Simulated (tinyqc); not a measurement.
# From share at the centre back to prefactor D0

Model: interdiffusion of a quantum well during annealing: blurred potential and shift of the confined levels. Computed by tinyqc, a small Python program. Command: `OMP_NUM_THREADS=1 python tinyqc.py 3010722 3010723 out.jsonl qwi inv`. One thread of a shared host (Intel(R) Xeon(R) Processor @ 2.30GHz), about 0.07 s of CPU time with the checks.

A square well of width w is blurred by Fick diffusion with a constant coefficient; band offsets are linear in composition, masses are uniform, and strain and excitons are ignored.

Inputs (values chosen for the exercise, modelled on InGaAs in GaAs):

| quantity | value | unit |
|---|---|---|
| well width w | 6.2 | nm |
| activation energy E | 3.48 | eV |
| anneal temperature T | 830 | C |
| anneal time t | 16 | s |

Constants: k_B = 8.617333262e-05 eV/K.

Method. D = D0 exp(-E/(k_B T)); L = sqrt(D t); share of well material at the centre erf(w/(4L)); 1 nm = 1e-7 cm. Temperatures in kelvin are T(C) + 273.15.

Task: A run gave the result below. Find the prefactor D0, known to lie between 2.2 and 6.8 cm^2/s.

share at the centre = 0.9907039

Result:

Each step takes the trial c = (a f_b - b f_a)/(f_b - f_a), f being the result less the target and a, b, c the logarithms of the listed values; c replaces end b, the old b replaces a if the sign of f changed, and otherwise f_a is halved.

Scan of the range:

| prefactor D0 (cm^2/s) | share at the centre |
|---|---|
| 2.20 | 0.998988 |
| 2.66 | 0.997205 |
| 3.20 | 0.993581 |
| 3.87 | 0.986805 |
| 4.67 | 0.975942 |
| 5.63 | 0.960107 |
| 6.80 | 0.938480 |

False position (Illinois rule, in the logarithm of the input) inside the bracket:

| step | end a | end b | trial | share at the centre |
|---|---|---|---|---|
| 1 | 3.20000 | 3.87000 | 3.46901 | 0.991150 |
| 2 | 3.87000 | 3.46901 | 3.50815 | 0.990762 |
| 3 | 3.87000 | 3.50815 | 3.51820 | 0.990662 |
| 4 | 3.50815 | 3.51820 | 3.51399 | 0.990704 |
| 5 | 3.51820 | 3.51399 | 3.51400 | 0.990704 |

Share at the centre falls at every point of a 13-point scan of the range (every second point is shown), so one value fits; it is bracketed by 3.20 and 3.87. Answer: prefactor D0 = 3.514 cm^2/s.
